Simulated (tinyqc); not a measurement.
## MOSFET in the linear regime without short-channel effects, parameter extraction from computed curves: extraction methods against the second mobility attenuation factor

Inversion charge Q = Cox n Vt W0(exp((Vg - VT)/(n Vt))), W0 the Lambert function and n = nf; u = Q/Cox; mobility mu = mu0/(1 + th1 u + th2 u^2); channel resistance Rch = (L - dL)/(W mu Q); Id = Vd/(Rch + Rsd/W). Cox = eps0 eox/tox. Small Vd, no channel-length or drain effects.

From the continuous curve Id(Vg): tangent at peak gm (V_ext = Vg - Id/gm); constant current Id = 0.1 uA W/L; peak of d2Id/dVg2; Y = Id/sqrt(gm) drawn through Vg = VT + 0.6 and VT + 0.8 V, with intercept VT_Y and slope s. Mobilities gm,max L/(W Cox Vd) and s^2 L/(W Cox Vd) with the drawn L. Last column: share of Rsd/W in the total resistance at VT + 0.8 V.

Inputs (values chosen for the exercise); channel values of the order met in silicon transistors:
- T = 300 K (temperature)
- eox = 3.9 (relative permittivity of the gate insulator (close to silicon dioxide))
- tox = 5.8 nm (insulator thickness)
- mu0 = 260 cm^2/(V s) (low-field mobility)
- th1 = 0.73 1/V (first mobility attenuation factor)
- VT = 0.52 V (threshold voltage)
- nf = 1.43 (body factor)
- W = 10 um (gate width)
- L = 0.35 um (drawn gate length)
- dL = 0.02 um (drawn less effective length)
- Rsd = 140 ohm um (source plus drain resistance)
- Vd = 0.025 V (drain voltage)

Constants: q = 1.602176634e-19 C, kB = 1.380649e-23 J/K, Vt = kB T/q, eps0 = 8.8541878128e-14 F/cm where lengths are in cm. Results are converted to the units shown.

Result of one run:
```
V_ext (V)	constant current (V)	second derivative (V)	VT_Y (V)	mobility from gm (cm^2/(V s))	mobility from Y (cm^2/(V s))	series share (%)
0.512	0.530	0.506	0.594	175	280	2.83
```

Which second mobility attenuation factor th2 gave this result: 0, 0.06, 0.12, 0.18 or 0.3 1/V^2?

th2 = 0.12 1/V^2.

The whole series:
```
th2 (1/V^2)	V_ext (V)	constant current (V)	second derivative (V)	VT_Y (V)	mobility from gm (cm^2/(V s))	mobility from Y (cm^2/(V s))	series share (%)
0	0.513	0.530	0.506	0.566	177	245	2.93
0.06	0.512	0.530	0.506	0.580	176	261	2.88
0.12	0.512	0.530	0.506	0.594	175	280	2.83
0.18	0.511	0.530	0.506	0.608	175	300	2.78
0.24	0.511	0.530	0.506	0.622	174	323	2.73
0.3	0.510	0.530	0.506	0.637	174	347	2.68
0.36	0.510	0.530	0.506	0.651	173	375	2.64
```

The model has VT = 0.52 V and mu0 = 260 cm^2/(V s). Over the table the extracted thresholds move by 2.5 mV (tangent), under 0.5 mV (constant current), under 0.5 mV (second derivative), 85 mV (Y function). The mobility from gm falls from 177 to 173 and that from Y rises from 245 to 375 cm^2/(V s).

Computed by the program tinyqc: `OMP_NUM_THREADS=1 python tinyqc.py 2210163 2210164 out.jsonl`, one thread of a shared Intel Xeon 2.30GHz, about 0.01 s for the whole run.
